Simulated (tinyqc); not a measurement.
What each parameter does: BHZ model on a square lattice (one spin block).

h(k) = e0 + d.s with s the Pauli matrices in the basis (E, H), k in units of 1/a: dx = (A/a) sin kx, dy = (A/a) sin ky, dz = M - (2B/a^2)(2 - cos kx - cos ky), e0 = -(2D/a^2)(2 - cos kx - cos ky). The other spin block is h*(-k). For small k this is the continuum model with dz = M - B k^2.

Inputs chosen for the exercise (of the size used for thin Bi2Se3 films; shifted at random, so the results belong to these values and not to a real crystal): A = 2.35 eV angstrom; B = -17.2 eV angstrom^2; D = -5.4 eV angstrom^2; M = -0.1173 eV (mass term); a = 15 angstrom (grid spacing); k = (-0.26, 0.14) 1/a (wave vector).

Levels at k and dz there.

One parameter was then changed.

Results before and after:
```
case,lower (meV),upper (meV),dz (meV)
base,-117.696,121.862,-110.666
changed,-113.092,117.258,-105.666
```

Which of these changes was made? (a) M = -0.1123 eV; (b) B = -18.92 eV angstrom^2; (c) D = -4.32 eV angstrom^2; (d) a = 17 angstrom; (e) A = 2.585 eV angstrom.

Answer: (a) M = -0.1123 eV. Of the candidates, run in turn, only this one gives the changed row.

All candidates:
```
case,lower (meV),upper (meV),dz (meV)
base,-117.696,121.862,-110.666
A = 2.585 eV angstrom,-119.523,123.689,-110.666
B = -18.92 eV angstrom^2,-117.083,121.249,-110.002
D = -4.32 eV angstrom^2,-118.112,121.445,-110.666
M = -0.1123 eV,-113.092,117.258,-105.666
a = 17 angstrom,-117.581,120.824,-112.135
```

D shifts both levels alike and leaves the states, so it cannot change the topology while the gap stays open.

tinyqc: `OMP_NUM_THREADS=1 python tinyqc.py 1451056 1451057 out.jsonl`; about 0.1 s, one thread, shared Intel(R) Xeon(R) Processor @ 2.30GHz.
